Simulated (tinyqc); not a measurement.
Two-junction solar cell, detailed-balance limit: effect of the gap of the top cell.

The top cell takes all photons above E1, the bottom cell those between E2 and E1. Each cell follows J = Jsc - J0 (exp(V/Vt) - 1) with J0 = q ge Phi(gap, T)/ERE; light emitted by one cell and absorbed by the other is left out. In series both carry one current; wired apart (four terminals) each works at its own maximum power point. Efficiencies are counted against Pin = fs X sigma Ts^4.

Photon flux above E from a black body at temperature T into a hemisphere: Phi(E, T) = A sum_k exp(-k E/th)[E^2 th/k + 2 E th^2/k^2 + 2 th^3/k^3], k = 1, 2, ..., with th = kB T/q in eV and A = 2 pi q^3/(h^3 c^2). J1 = q fs X Phi(E1, Ts), J2 = q fs X [Phi(E2, Ts) - Phi(E1, Ts)], J01 and J02 as above; sigma = 2 pi^5 kB^4/(15 h^3 c^2). In series V(J) = Vt [ln((J1 - J)/J01 + 1) + ln((J2 - J)/J02 + 1)], and J V(J) is largest where V = J Vt [1/(J1 - J + J01) + 1/(J2 - J + J02)]. Apart, each cell has (1 + v) exp(v) = 1 + Jsc/J0 at its maximum power point, v = Vmp/Vt.

Parameters, values chosen for the exercise:
- T = 298 K (cell temperature)
- Ts = 5760 K (temperature of the black-body sun)
- fs = 2.16e-5 (share of the hemisphere filled by the sun)
- X = 1 (concentration)
- ERE = 0.01 (external radiative efficiency)
- ge = 1 (number of faces that emit)
- E2 = 0.87 eV (gap of the bottom cell)

Constants: q = 1.602176634e-19 C, kB = 1.380649e-23 J/K, h = 6.62607015e-34 J s, c = 299792458 m/s, Vt = kB T/q. Results are converted to the units shown.

Results:
```
E1 (eV)  J1 (mA/cm^2)  J2 (mA/cm^2)  series efficiency (%)  four-terminal efficiency (%)
1.17            50.27         15.62                  13.60                         30.72
1.4             39.73         26.16                  26.79                         34.75
1.51            35.24         30.64                  33.27                         35.81
1.62            31.13         34.75                  36.10                         36.40
1.73            27.39         38.50                  34.35                         36.61
1.84            24.01         41.88                  32.14                         36.50
1.96            20.71         45.17                  29.56                         36.09
2.07            18.03         47.86                  27.16                         35.51
```

Estimate the missing row, E1 = 1.28 eV.

Computed row:
```
E1 (eV)  J1 (mA/cm^2)  J2 (mA/cm^2)  series efficiency (%)  four-terminal efficiency (%)
1.28            45.04         20.84                  19.73                         32.98
```

With this row back in the table: As E1 goes from 1.17 to 2.07 eV, the series efficiency goes from 13.6 through a maximum of 36.1 (at E1 = 1.62 eV among the rows listed) to 27.2 %, and the four-terminal one goes from 30.7 through a maximum of 36.6 (at E1 = 1.73 eV among the rows listed) to 35.5 %. Among the rows the two lie closest, 0.30 points apart, at E1 = 1.62 eV, where J1/J2 = 0.896; the spread over the rows is 22.5 points in series and 5.89 apart. Current matching makes the series cell the more sensitive one.

Computed by the program tinyqc: `OMP_NUM_THREADS=1 python tinyqc.py 2820118 2820119 out.jsonl`, one thread of a shared Intel Xeon 2.30GHz, about 0.01 s for the whole run.
